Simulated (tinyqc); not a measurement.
Worked calculation: Hubbard chain of 5 sites. Computed by tinyqc, a small Python program that keeps every step. Settings: hopping = 0.89, U = 6.1, mixing = 0.5, iteration cap = 70. Command: `OMP_NUM_THREADS=1 python tinyqc.py 29194 29195 out.jsonl` (the two numbers bound the seeds that draw the settings). One thread of a shared host (Intel(R) Xeon(R) Processor @ 2.60GHz), about 0.2 s of CPU time with the checks.

one-body matrix (hopping and site energies) (eV), order 1, 2, 3, 4, 5:
```
[[-0.970000, -0.890000, 0.000000, 0.000000, 0.000000],
 [-0.890000, 0.260000, -0.890000, 0.000000, 0.000000],
 [0.000000, -0.890000, 0.400000, -0.890000, 0.000000],
 [0.000000, 0.000000, -0.890000, 0.620000, -0.890000],
 [0.000000, 0.000000, 0.000000, -0.890000, 0.050000]]
```

U = 6.100000 eV

electrons, up and down: [4, 3]

n(up) at the start (a guess, not normalised): [0.850000, 0.750000, 0.850000, 0.750000, 0.850000]

n(down) at the start (a guess): [0.550000, 0.650000, 0.550000, 0.650000, 0.550000]

Each step fills the lowest levels of T + U n(other spin) and sets n(new) = n + mixing (n(out) - n); stop when output and input agree to 1e-8.

Course of the cycle:
```
iteration       E (eV)  largest |n(out) - n(in)|  mean |n_up - n_down|
1          11.17211745                  3.55e-01              0.200000
2          10.87961764                  1.63e-01              0.205792
3          10.70416727                  1.29e-01              0.267466
4          10.49964601                  1.38e-01              0.326498
5          10.31178408                  1.30e-01              0.403705
6          10.19891031                  1.16e-01              0.455039
7          10.14930997                  8.95e-02              0.483688
8          10.12949593                  6.72e-02              0.499293
9          10.12118312                  4.76e-02              0.507940
10         10.11709875                  3.27e-02              0.512812
11         10.11458969                  2.52e-02              0.515551
...                ...                       ...                   ...
60          9.96418256                  5.45e-03              0.544454
61          9.96414677                  4.32e-03              0.544679
62          9.96412457                  3.42e-03              0.544855
63          9.96411083                  2.69e-03              0.544993
64          9.96410236                  2.12e-03              0.545100
65          9.96409714                  1.67e-03              0.545185
66          9.96409393                  1.31e-03              0.545251
67          9.96409195                  1.03e-03              0.545303
68          9.96409074                  8.07e-04              0.545343
69          9.96409000                  6.33e-04              0.545375
70          9.96408954                  4.96e-04              0.545399
```

Can the last value be used, and what does the course show?

Not by the stop rule, although the second column moves by less than 1e-05 over the last three steps. Not converged within 70 iterations: the residual falls steadily but slowly, by a factor of about 0.79 a step. The lowest mean-field energy found from random starts is 9.96409 eV. Reruns (cap 100 unless said): mixing 0.2: not converged; mixing 0.9: not converged; the original settings with a cap of 400: converged in 115 (E = 9.96409).
